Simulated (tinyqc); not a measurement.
From results back to parameters: deformation-potential model of the L valleys of a conduction band. Three cases, with inputs chosen for the exercise.

Problem. An ellipsoidal valley with ml > mt has the density-of-states mass m_d = (ml mt^2)^(1/3) and, averaged over equivalent valleys, the conductivity mass m_c = 3/(1/ml + 2/mt).

Case 1.

m_d = 0.2172080 m0
m_c = 0.1157163 m0

Case 2.

m_d = 0.2229887 m0
m_c = 0.1200160 m0

Case 3.

m_d = 0.2197320 m0
m_c = 0.1185312 m0

Find: K = ml/mt; mt; ml.

Solution. With K = ml/mt, m_d/m_c = K^(1/3) (2 + 1/K)/3, which rises steadily for K > 1 and so fixes K; then mt = m_d K^(-1/3) and ml = K mt.

Case 1.

K = ml/mt = 20.785
mt = 0.079 m0
ml = 1.642 m0

Case 2.

K = ml/mt = 20.110
mt = 0.082 m0
ml = 1.649 m0

Case 3.

K = ml/mt = 19.963
mt = 0.081 m0
ml = 1.617 m0

Computed by tinyqc, one run a case: `OMP_NUM_THREADS=1 python tinyqc.py N N+1 out.jsonl` with N = 1050827, 1050849, 1050873; one thread of a shared Intel(R) Xeon(R) Processor @ 2.30GHz, about 0.03 s a run at most.
